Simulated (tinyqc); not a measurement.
Raman line shape of confined optical phonons and breathing modes of small crystals: one step, computed by the program tinyqc. Command: `OMP_NUM_THREADS=1 python tinyqc.py 3000772 3000773 out.jsonl confine walk`. One thread of a shared host (Intel(R) Xeon(R) Processor @ 2.30GHz), about 0.02 s of CPU time with the checks.

Confinement in 2 direction(s) lets phonons with q away from zero scatter light. q is in units of 2 pi/a, from 0 to 1, and the branch is isotropic: omega(q)^2 = (omega_0^2 + omega_X^2)/2 + ((omega_0^2 - omega_X^2)/2) cos(pi q). The model and its constant beta are phenomenological; beta = 8 is the common choice.

Problem. Range of wave vectors. Weight W(q) = q^1 exp(-(2 L q/a)^2/(2 beta)) dq, that is exp(-k^2 L^2/(2 beta pi^2)) for k = 2 pi q/a. Width q_c = a sqrt(2 beta)/(2 L), where the exponential falls to 1/e; curvature of the branch: omega(q) = omega_0 - c q^2, c = pi^2 (omega_0^2 - omega_X^2)/(8 omega_0); for small q_c the mean of q^2 is (number of confined directions) q_c^2/2, and the mean shift is -c times that.

Inputs (values chosen for the exercise, modelled on diamond):
```
quantity                                value      unit
bulk frequency omega_0                   1331      1/cm
frequency at the zone boundary omega_X   1180      1/cm
lattice constant a                      3.567  angstrom
size L                                    6.8        nm
confinement constant beta                   8         -
```

Shape: wire.

Give: q_c; curvature c; mean shift, quadratic estimate; omega(q_c) - omega_0.

Solution.

q_c = 0.1049 2 pi/a

curvature c = 351.4 1/cm

mean shift, quadratic estimate = -3.868 1/cm

omega(q_c) - omega_0 = -3.839 1/cm
